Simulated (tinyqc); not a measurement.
What moves the results: static screening by free carriers. A value that a table varies takes the place of the one given here.

kF = (3 pi^2 n/Mv)^(1/3), EF = c kF^2/m with c = hbar^2/2m0, n in 1/angstrom^3 (1e-24 per 1/cm^3), e2 = e^2/(4 pi eps0). Thomas-Fermi: qTF^2 = 6 pi e2 n/(eps EF). Debye: qD^2 = 4 pi e2 n/(eps kB T).

F_j(eta) = (1/Gamma(j + 1)) integral_0^infinity x^j dx/(1 + exp(x - eta)), which tends to exp(eta) for eta << 0.

At finite T: qs^2 = qD^2 F_-1/2(eta)/F_1/2(eta), where n = Mv N F_1/2(eta) and N = 2 (m kB T/(4 pi c))^(3/2) with c = hbar^2/2m0, in 1/angstrom^3; times 1e24 for 1/cm^3.

Donor in the screened potential -(e2/eps) exp(-qs r)/r with the trial function exp(-r/a): E(a) = c/(m a^2) - (e2/eps) 4/(a (2 + qs a)^2), e2 = e^2/(4 pi eps0), c = hbar^2/2m0; isotropic mass.

Constants: hbar^2/2m0 = 3.80998211 eV angstrom^2; e^2/(4 pi eps0) = 14.39964547 eV angstrom; kB = 8.617333262e-05 eV/K; a0 (Bohr radius) = 0.5291772105 angstrom.

Values chosen for the exercise (near those of Si; the results hold for these values, not for the real material): m = 0.3288 m0 (mass of one isotropic valley); Mv = 6 (valleys); eps = 11.6 (background dielectric constant); T = 400 K; n = 3.2e+19 1/cm^3 (carrier density).

## Screening unbinds the donor

All carriers n are taken as free and screen with qs(T); E(a) is minimised over a; a dash marks no bound state. aB = a0 eps/m.

Donor level:
```
n (1/cm^3)  n^(1/3) aB  qs aB  E (meV)   a/aB
1.0e+15          0.019  0.013   -32.42  1.000
1.0e+16          0.040  0.040   -30.68  1.001
5.0e+16          0.069  0.089   -27.71  1.005
2.0e+17          0.109  0.177   -22.86  1.020
4.0e+17          0.138  0.251   -19.30  1.038
1.0e+18          0.187  0.396   -13.30  1.091
3.0e+18          0.269  0.680    -4.93  1.283
7.0e+18          0.357  1.022        -      -
```

aB = 18.7 angstrom

The level rises from -32.42 meV at the lowest density to -4.93 meV at 3e+18 1/cm^3, against -33.25 meV unscreened. The trial function finds no bound state from 7e+18 1/cm^3 on, where qs aB = 1.02 and n^(1/3) aB = 0.36. This trial function loses binding at qs aB = 1 and the exact Yukawa problem at 1.19; the Mott rule of thumb is n^(1/3) aB = 0.26, which the last bound row of this table passes: the rule belongs to low temperature, and thermal carriers screen more weakly.

## From Debye to Thomas-Fermi

Screening lengths (angstrom):
```
n (1/cm^3)    eta   Debye  Thomas-Fermi  finite T
1.0e+17     -6.08   148.6         17.59     148.7
9.0e+17     -3.88   49.55         12.19     49.73
4.0e+18     -2.36   23.50         9.509     23.88
2.0e+19     -0.62   10.51         7.272     11.32
7.0e+19      1.03   5.618         5.902     6.978
2.0e+20      3.05   3.324         4.954     5.199
9.0e+20      8.99   1.567         3.856     3.876
3.0e+21     20.23  0.8582         3.155     3.158
```

Debye is within 5 % of the finite-T length up to 4e+18 1/cm^3 of the densities listed and Thomas-Fermi from 2e+20 on. The length goes as n^-0.50 at the low end and n^-0.17 at the high end, against the limits -1/2 and -1/6. Both limits give too short a length.

## What sets the screening length

All results formed anew. Each row changes one parameter from the base and keeps the others.

Results:
```
case                Debye (angstrom)  Thomas-Fermi (angstrom)  finite T (angstrom)
base                           8.310                    6.724                9.304
n = 6.4e+19 1/cm^3             5.876                    5.990                7.191
m = 0.4274 m0                  8.310                    5.898                8.997
eps = 13.92                    9.103                    7.366                10.19
T = 460 K                      8.911                    6.724                9.788
Mv = 7                         8.310                    6.387                9.171
```

The largest shifts from the base row, up to three for each result and ties (the steps differ in size, so this ranks the rows, not the parameters). Debye (angstrom): n -2.43, eps +0.793, T +0.601; unchanged at the printed digits by m and Mv. Thomas-Fermi (angstrom): m -0.826, n -0.734, eps +0.642; unchanged at the printed digits by T. finite T (angstrom): n -2.11, eps +0.888, T +0.484.

Program tinyqc; command `OMP_NUM_THREADS=1 python tinyqc.py 1650502 1650503 out.jsonl`; about 0.01 s on one thread of a shared Intel(R) Xeon(R) Processor @ 2.30GHz.
